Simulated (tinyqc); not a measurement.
UHF in the 6-311g basis, for H2, spin multiplicity 3, step by step (part 2 of 2). Computed by tinyqc, a small Python program that keeps every step (integrals from PySCF). Command: `OMP_NUM_THREADS=1 python tinyqc.py 24024 24025 out.jsonl` (the two numbers bound the seeds that draw the settings). One thread of a shared host (Intel(R) Xeon(R) Processor @ 2.60GHz), about 0.07 s of CPU time with the checks.

Geometry (angstrom):

| atom | x | y | z |
|---|---|---|---|
| H | 0.000000 | 0.000000 | 0.000000 |
| H | 0.000000 | 0.000000 | 1.091000 |

## Iteration 3: DIIS over 2 matrices

error matrix X^T (FDS - SDF) X (alpha):
```
           1          2          3          4          5          6
1   0.000000   0.003087   0.005263   0.000000  -0.000896  -0.001620
2  -0.003087   0.000000   0.004175   0.000896   0.000000  -0.001335
3  -0.005263  -0.004175   0.000000   0.001620   0.001335   0.000000
4   0.000000  -0.000896  -0.001620   0.000000   0.003087   0.005263
5   0.000896   0.000000  -0.001335  -0.003087   0.000000   0.004175
6   0.001620   0.001335   0.000000  -0.005263  -0.004175   0.000000
```

B (overlaps of the stored error matrices):
```
               1              2
1  1.8660349e-03  6.6419773e-04
2  6.6419773e-04  2.3948053e-04
```

Minimise |sum c_i e_i|^2 with sum c_i = 1: solve [B -1; -1 0][c; lambda] = [0; -1] with B_ij = tr e_i^T e_j summed over both spins, and take F = sum c_i F_i.

DIIS coefficients: -0.546527  1.546527

extrapolated F(alpha) (hartree), lower triangle:
```
           1H 1s      1H 2s      1H 3s      2H 1s      2H 2s      2H 3s
1H 1s   0.340409
1H 2s  -0.611438  -0.522562
1H 3s  -0.558214  -0.500735  -0.368779
2H 1s  -0.234829  -0.358271  -0.385097   0.340409
2H 2s  -0.358271  -0.428606  -0.417078  -0.611438  -0.522562
2H 3s  -0.385097  -0.417078  -0.347695  -0.558214  -0.500735  -0.368779
```

extrapolated F(beta) (hartree), lower triangle:
```
           1H 1s      1H 2s      1H 3s      2H 1s      2H 2s     2H 3s
1H 1s   0.984397
1H 2s  -0.008111   0.139686
1H 3s  -0.152013  -0.009378   0.028958
2H 1s  -0.133094  -0.125578  -0.122645   0.984397
2H 2s  -0.125578  -0.063087  -0.052694  -0.008111   0.139686
2H 3s  -0.122645  -0.052694  -0.009295  -0.152013  -0.009378  0.028958
```

## Iteration 3: diagonalisation and new density

X, lower triangle:
```
           1H 1s      1H 2s      1H 3s      2H 1s      2H 2s     2H 3s
1H 1s   1.375548
1H 2s  -0.751611   2.165048
1H 3s   0.209892  -1.035392   2.229520
2H 1s   0.044265   0.010985  -0.049058   1.375548
2H 2s   0.010985  -0.326577   0.236491  -0.751611   2.165048
2H 3s  -0.049058   0.236491  -1.022466   0.209892  -1.035392  2.229520
```

Diagonalise F' = X^T F X, C = X C', fill 2 alpha and 0 beta electrons from the bottom; D(s) = C_occ C_occ^T. Each column has its largest component positive (the first on a tie).

F' = X^T F X (alpha) (hartree), lower triangle:
```
           1          2          3          4          5         6
1   1.445484
2  -1.306191   0.739934
3  -0.061463  -0.453773   0.117837
4   0.054311  -0.112863  -0.103478   1.445484
5  -0.112863  -0.133679   0.010605  -1.306191   0.739934
6  -0.103478   0.010605  -0.113006  -0.061463  -0.453773  0.117837
```

orbital energies (alpha) (hartree): MO1 -0.721581, MO2 -0.311831, MO3 0.284973, MO4 0.404585, MO5 2.402876, MO6 2.547490

coefficients C (alpha):
```
            MO1        MO2        MO3        MO4        MO5        MO6
1H 1s  0.182096   0.171328  -0.049628  -0.091274  -1.082948  -1.122279
1H 2s  0.348345   0.463130  -0.813479  -1.104076   1.664405   1.224859
1H 3s  0.117898   0.738147   0.907238   2.113679  -1.057155  -0.472826
2H 1s  0.182096  -0.171328  -0.049628   0.091274   1.082948  -1.122279
2H 2s  0.348345  -0.463130  -0.813479   1.104076  -1.664405   1.224859
2H 3s  0.117898  -0.738147   0.907238  -2.113679   1.057155  -0.472826
```

F' = X^T F X (beta) (hartree), lower triangle:
```
           1          2          3          4          5         6
1   1.877160
2  -1.042045   1.076251
3   0.068997  -0.288128   0.234662
4   0.051993  -0.093090  -0.072237   1.877160
5  -0.093090  -0.116454   0.040089  -1.042045   1.076251
6  -0.072237   0.040089  -0.087676   0.068997  -0.288128  0.234662
```

orbital energies (beta) (hartree): MO1 -0.036380, MO2 0.179526, MO3 0.386442, MO4 0.609037, MO5 2.551648, MO6 2.685873

coefficients C (beta):
```
            MO1        MO2        MO3        MO4        MO5        MO6
1H 1s  0.119391   0.090415   0.057869  -0.094545  -1.092404  -1.130278
1H 2s  0.126704  -0.073469   0.928668  -1.291387   1.590798   1.185282
1H 3s  0.371730   1.616579  -0.846989   1.591972  -0.991149  -0.452739
2H 1s  0.119391  -0.090415   0.057869   0.094545   1.092404  -1.130278
2H 2s  0.126704   0.073469   0.928668   1.291387  -1.590798   1.185282
2H 3s  0.371730  -1.616579  -0.846989  -1.591972   0.991149  -0.452739
```

D(alpha) after iteration 3, lower triangle:
```
           1H 1s      1H 2s      1H 3s     2H 1s     2H 2s     2H 3s
1H 1s   0.062512
1H 2s   0.142780   0.335833
1H 3s   0.147934   0.382927   0.558761
2H 1s   0.003806  -0.015915  -0.104996  0.062512
2H 2s  -0.015915  -0.093145  -0.300789  0.142780  0.335833
2H 3s  -0.104996  -0.300789  -0.530961  0.147934  0.382927  0.558761
```

D(beta) after iteration 3, lower triangle:
```
          1H 1s     1H 2s     1H 3s     2H 1s     2H 2s     2H 3s
1H 1s  0.000000
1H 2s  0.000000  0.000000
1H 3s  0.000000  0.000000  0.000000
2H 1s  0.000000  0.000000  0.000000  0.000000
2H 2s  0.000000  0.000000  0.000000  0.000000  0.000000
2H 3s  0.000000  0.000000  0.000000  0.000000  0.000000  0.000000
```

## Iteration 7 (converged): orbitals

converged F(alpha) (hartree), lower triangle:
```
           1H 1s      1H 2s      1H 3s      2H 1s      2H 2s      2H 3s
1H 1s   0.340267
1H 2s  -0.611463  -0.522627
1H 3s  -0.558120  -0.500641  -0.368585
2H 1s  -0.235418  -0.358796  -0.385190   0.340267
2H 2s  -0.358796  -0.429030  -0.417056  -0.611463  -0.522627
2H 3s  -0.385190  -0.417056  -0.347447  -0.558120  -0.500641  -0.368585
```

converged F(beta) (hartree), lower triangle:
```
           1H 1s      1H 2s      1H 3s      2H 1s      2H 2s     2H 3s
1H 1s   0.983862
1H 2s  -0.008452   0.139302
1H 3s  -0.152187  -0.009639   0.028728
2H 1s  -0.133115  -0.125674  -0.122757   0.983862
2H 2s  -0.125674  -0.063270  -0.052887  -0.008452   0.139302
2H 3s  -0.122757  -0.052887  -0.009498  -0.152187  -0.009639  0.028728
```

As before.

F' = X^T F X (alpha) (hartree), lower triangle:
```
           1          2          3          4          5         6
1   1.445226
2  -1.306023   0.739827
3  -0.061298  -0.453667   0.117663
4   0.053967  -0.113286  -0.103443   1.445226
5  -0.113286  -0.134191   0.010724  -1.306023   0.739827
6  -0.103443   0.010724  -0.112603  -0.061298  -0.453667  0.117663
```

orbital energies (alpha) (hartree): MO1 -0.721856, MO2 -0.311359, MO3 0.284615, MO4 0.404362, MO5 2.402539, MO6 2.547130

coefficients C (alpha):
```
            MO1        MO2        MO3        MO4        MO5        MO6
1H 1s  0.182131   0.171244  -0.049553  -0.091475  -1.082944  -1.122277
1H 2s  0.348841   0.462134  -0.813225  -1.104424   1.664451   1.224887
1H 3s  0.117343   0.740056   0.907295   2.112966  -1.057246  -0.472855
2H 1s  0.182131  -0.171244  -0.049553   0.091475   1.082944  -1.122277
2H 2s  0.348841  -0.462134  -0.813225   1.104424  -1.664451   1.224887
2H 3s  0.117343  -0.740056   0.907295  -2.112966   1.057246  -0.472855
```

F' = X^T F X (beta) (hartree), lower triangle:
```
           1          2          3          4          5         6
1   1.876612
2  -1.042069   1.075923
3   0.068974  -0.288184   0.234585
4   0.051995  -0.093081  -0.072244   1.876612
5  -0.093081  -0.116433   0.040066  -1.042069   1.075923
6  -0.072244   0.040066  -0.087727   0.068974  -0.288184  0.234585
```

orbital energies (beta) (hartree): MO1 -0.036696, MO2 0.179375, MO3 0.386233, MO4 0.608700, MO5 2.551210, MO6 2.685419

coefficients C (beta):
```
            MO1        MO2        MO3        MO4        MO5        MO6
1H 1s  0.119431   0.090454   0.057886  -0.094577  -1.092398  -1.130273
1H 2s  0.126995  -0.072906   0.928566  -1.291315   1.590882   1.185331
1H 3s  0.371452   1.615885  -0.847091   1.592610  -0.991255  -0.452775
2H 1s  0.119431  -0.090454   0.057886   0.094577   1.092398  -1.130273
2H 2s  0.126995   0.072906   0.928566   1.291315  -1.590882   1.185331
2H 3s  0.371452  -1.615885  -0.847091  -1.592610   0.991255  -0.452775
```

D(alpha) after iteration 7, lower triangle:
```
           1H 1s      1H 2s      1H 3s     2H 1s     2H 2s     2H 3s
1H 1s   0.062496
1H 2s   0.142672   0.335257
1H 3s   0.148102   0.382939   0.561452
2H 1s   0.003847  -0.015603  -0.105359  0.062496
2H 2s  -0.015603  -0.091878  -0.301071  0.142672  0.335257
2H 3s  -0.105359  -0.301071  -0.533914  0.148102  0.382939  0.561452
```

D(beta) after iteration 7, lower triangle:
```
          1H 1s     1H 2s     1H 3s     2H 1s     2H 2s     2H 3s
1H 1s  0.000000
1H 2s  0.000000  0.000000
1H 3s  0.000000  0.000000  0.000000
2H 1s  0.000000  0.000000  0.000000  0.000000
2H 2s  0.000000  0.000000  0.000000  0.000000  0.000000
2H 3s  0.000000  0.000000  0.000000  0.000000  0.000000  0.000000
```

## Convergence

Stop when the energy changes by less than 1e-09 hartree and every element of the error matrix X^T (F D S - S D F) X (for each spin) is below 9e-06.

Course of the cycle:

| iteration | E (hartree) | change | largest element of the error matrix |
|---|---|---|---|
| 1 | -0.88459191 | - | 4.01e-02 |
| 2 | -0.89595416 | -1.14e-02 | 1.48e-02 |
| 3 | -0.89742668 | -1.47e-03 | 5.26e-03 |
| 4 | -0.89765253 | -2.26e-04 | 3.34e-04 |
| 5 | -0.89765315 | -6.18e-07 | 3.69e-05 |
| 6 | -0.89765316 | -7.32e-09 | 1.86e-06 |
| 7 | -0.89765316 | -2.31e-11 | 4.31e-09 |

PySCF UHF in the same basis, after a stability check = -0.89765316 hartree

Converged in 7 iterations.

## Populations, bond orders and dipole

overlap S, lower triangle:
```
          1H 1s     1H 2s     1H 3s     2H 1s     2H 2s     2H 3s
1H 1s  1.000000
1H 2s  0.706377  1.000000
1H 3s  0.373664  0.788963  1.000000
2H 1s  0.065969  0.235256  0.249670  1.000000
2H 2s  0.235256  0.500322  0.566061  0.706377  1.000000
2H 3s  0.249670  0.566061  0.803841  0.373664  0.788963  1.000000
```

Mulliken: Z minus the diagonal of D S on the atom; Loewdin: the same with S^(1/2) D S^(1/2); Mayer order: 2 sum_s sum (D(s) S)_ij (D(s) S)_ji over the two atoms.

Charges (e):

| atom | Mulliken | Loewdin | Mulliken spin |
|---|---|---|---|
| 1H | 0 | 0 | 1.000000 |
| 2H | 0 | 0 | 1.000000 |

Mayer bond orders:

| pair | order |
|---|---|
| 2-1 | -0.232138 |

dipole moment about the origin, x y z (debye): 0.000000  0.000000  0.000000

<S^2> of the determinant (pure state: 2) = 2.000000
